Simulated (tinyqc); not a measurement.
Delta-doped layer in the Thomas-Fermi potential: sweeps and comparisons. A value that a table varies takes the place of the one given here.

All donors ionised in the plane z = 0, zero temperature, energies from the Fermi level EF of the Thomas-Fermi model, which lies at the bulk band edge; c = hbar^2/2m0, q = e^2/(4 pi eps0). gv = 1 equivalent valley, m_d = sqrt(m3^3/mz) in the plane. With n = (gv/3 pi^2)(m3 (-V)/c)^(3/2) and V'' = -(4 pi q/eps) n for z > 0, the solution is V = -b/(|z| + z0)^4 with sqrt(b) = 20/K, K = (4 pi q/eps)(gv/3 pi^2)(m3/c)^(3/2), and z0^5 = 4b/(e F0), e F0 = 2 pi q N/eps; 1e13/cm^2 = 1e-3/angstrom^2. Exchange and correlation are left out.

Subbands solve -(c/m_z) psi'' + V psi = E psi on 1280 points of spacing z0/80; up to ten levels for each group, kept if bound with an rms width below 2.5 z0.

Constants: hbar^2/2m0 = 3.80998211 eV angstrom^2; e^2/(4 pi eps0) = 14.39964547 eV angstrom.

Values chosen for the exercise (near those of a delta-doped layer in GaAs; shifted at random, so the results belong to these values and not to a real crystal): m3 = 0.066 m0 (density-of-states mass of a valley); mz = 0.066 m0 (mass along z); eps = 13.3 (dielectric constant); Nl = (0.023, 0.046, 0.092, 0.16, 0.28, 0.46, 0.74) x 1e13/cm^2 (sheet densities); N = 0.23 x 1e13/cm^2 (donor sheet density).

## Doping density

The well, the lowest level and the filling anew; at zero temperature n_i = g m_d (mu - E_i)/(2 pi c), with mu fixed by sum n_i = N.

Results:

| N (1e13/cm^2) | z0 (angstrom) | depth (eV) | lowest (eV) | next - lowest (eV) | occupied | share of lowest (%) |
|---|---|---|---|---|---|---|
| 0.023 | 392.5 | 0.0154 | -0.0072 | 0.0060 | 3 | 85.0 |
| 0.046 | 341.7 | 0.0267 | -0.0133 | 0.0104 | 3 | 79.5 |
| 0.092 | 297.5 | 0.0465 | -0.0247 | 0.0180 | 4 | 73.7 |
| 0.16 | 266.3 | 0.0725 | -0.0403 | 0.0276 | 4 | 69.2 |
| 0.28 | 238.1 | 0.1134 | -0.0658 | 0.0424 | 5 | 64.6 |
| 0.46 | 215.6 | 0.1687 | -0.1013 | 0.0617 | 5 | 60.6 |
| 0.74 | 196.0 | 0.2467 | -0.1530 | 0.0881 | 6 | 56.9 |

The depth grows as N^(4/5) and z0 shrinks as N^(-1/5): factors 16.1 and 2.00 for 32 times the doping. The lowest level deepens faster, with exponent 0.88, since the zero-point energy takes a smaller share of a deeper well (53 % falling to 38 %). The number of occupied subbands is 3 in the first row and 6 in the last. Up to N = 0.023 the donor spacing exceeds 1.5 Bohr radii (one radius, a0 eps/m with the density-of-states mass, is 107 angstrom), where a uniform sheet is a crude picture of discrete donors (beyond about three radii electrons stay on single donors).

## What each parameter does

z0, depth, lowest level and its rms width. Each row changes one parameter from the base and keeps the others.

Results:

| case | z0 (angstrom) | depth (eV) | lowest (eV) | rms z (angstrom) |
|---|---|---|---|---|
| base | 247.66 | 0.0969 | -0.0554 | 38.47 |
| N = 0.368 x 1e13/cm^2 | 225.44 | 0.1411 | -0.0835 | 32.27 |
| eps = 12 | 232.84 | 0.1009 | -0.0568 | 37.50 |
| m3 = 0.076 m0 | 227.56 | 0.0890 | -0.0484 | 39.56 |
| mz = 0.056 m0 | 247.66 | 0.0969 | -0.0536 | 41.36 |

The largest shifts from the base row, up to three for each result and ties (the steps differ in size, so this ranks the rows, not the parameters). z0 (angstrom): N -22.22, m3 -20.10, eps -14.82; unchanged at the printed digits by mz. depth (eV): N +0.0442, m3 -0.0079, eps +0.0041; unchanged at the printed digits by mz. lowest (eV): N -0.0281, m3 +0.0070, mz +0.0017. rms z (angstrom): N -6.20, mz +2.89, m3 +1.09.

tinyqc: `OMP_NUM_THREADS=1 python tinyqc.py 1251619 1251620 out.jsonl`; about 0.05 s, one thread, shared Intel(R) Xeon(R) Processor @ 2.30GHz.
